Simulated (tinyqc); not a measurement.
Width of the well: hydrogenic donor in a hard-walled well (variational).

Trial function cos(pi z/L) exp(-r/lam), r measured from the donor at zi, walls at +/- L/2, one eps everywhere. Counted from the lowest subband, E(lam) = c/(m lam^2) - (q/eps) I0/I1, with I0 the integral of cos^2(pi z/L) exp(-2|z - zi|/lam) over the well and I1 the same with the factor (|z - zi| + lam/2); c = hbar^2/2m0, q = e^2/(4 pi eps0). The binding energy is -E at the minimum.

Constants: hbar^2/2m0 = 3.80998211 eV angstrom^2; e^2/(4 pi eps0) = 14.39964547 eV angstrom.

Inputs chosen for the exercise (out of a larger set: near those of Si, with one mean mass; not measured data):

| symbol | value | unit | meaning |
|---|---|---|---|
| m | 0.285 | m0 | mass |
| eps | 12.1 |  | dielectric constant |
| Ls | (5, 9, 20, 35, 81, 161, 291) | angstrom | widths |

Ry* = 26.4847 meV
a* = 22.467 angstrom

Donor at the centre and at the wall (zi = L/2).

Binding:

| L (angstrom) | L/a* | centre (meV) | in Ry* | wall (meV) | in Ry* | centre/wall |
|---|---|---|---|---|---|---|
| 5 | 0.22 | 86.28 | 3.258 | 63.05 | 2.380 | 1.37 |
| 9 | 0.40 | 76.93 | 2.905 | 50.39 | 1.903 | 1.53 |
| 20 | 0.89 | 61.90 | 2.337 | 34.53 | 1.304 | 1.79 |
| 35 | 1.56 | 51.25 | 1.935 | 25.43 | 0.960 | 2.01 |
| 81 | 3.61 | 37.80 | 1.427 | 15.51 | 0.585 | 2.44 |
| 161 | 7.17 | 30.78 | 1.162 | 10.45 | 0.395 | 2.94 |
| 291 | 12.95 | 27.97 | 1.056 | 8.07 | 0.305 | 3.47 |

At the centre the binding falls from 3.26 to 1.06 Ry*, between the limits 4 and 1. At the wall it falls from 2.38 to 0.30 Ry*, towards 1/4: the wall forces a node through the donor, as in a 2p state. With this trial function, which underbinds wall donors by about a tenth, the wall donor drops below the bulk value between 20 and 35 angstrom. The ratio grows from 1.37 to 3.47. Widths under about 15 angstrom lie outside envelope theory and serve only to show the limit.

tinyqc: `OMP_NUM_THREADS=1 python tinyqc.py 1251633 1251634 out.jsonl`; about 0.03 s, one thread, shared Intel(R) Xeon(R) Processor @ 2.30GHz.
